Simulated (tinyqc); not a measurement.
Wafer bonding and layer transfer: bond energy, gap closing, particles, bonding of dissimilar wafers and hydrogen blisters: one step, computed by the program tinyqc. Command: `OMP_NUM_THREADS=1 python tinyqc.py 3024906 3024907 out.jsonl bond walk`. One thread of a shared host (Intel(R) Xeon(R) Processor @ 2.30GHz), about 0.01 s of CPU time with the checks.

gamma is the energy per area of each of the two surfaces; plates are isotropic.

Problem. Does a shallow gap close? E' = E1/(1 - nu^2), equal wafers of thickness t1 assumed. A gap of radius R closes if h_g < h_c: h_c = R^2/sqrt((2/3) E' t1^3/gamma) for R > 2 t1 (plate bending), h_c = 3.6 sqrt(R gamma/E') for R < 2 t1 (local deformation).

Inputs (values chosen for the exercise, with wafer 1 close to silicon):
```
quantity                    value        unit
Young's modulus E1            134         GPa
Poisson ratio nu             0.26           -
thickness t1                  775  micrometre
radius of a shallow gap R    0.13          mm
half height of the gap h_g   0.51          nm
```

bond energy gamma = 1.326161 J/m^2

Give: closable height h_c; h_g/h_c.

Solution.

closable height h_c = 124.7 nm

h_g/h_c = 0.004090

The gap closes.
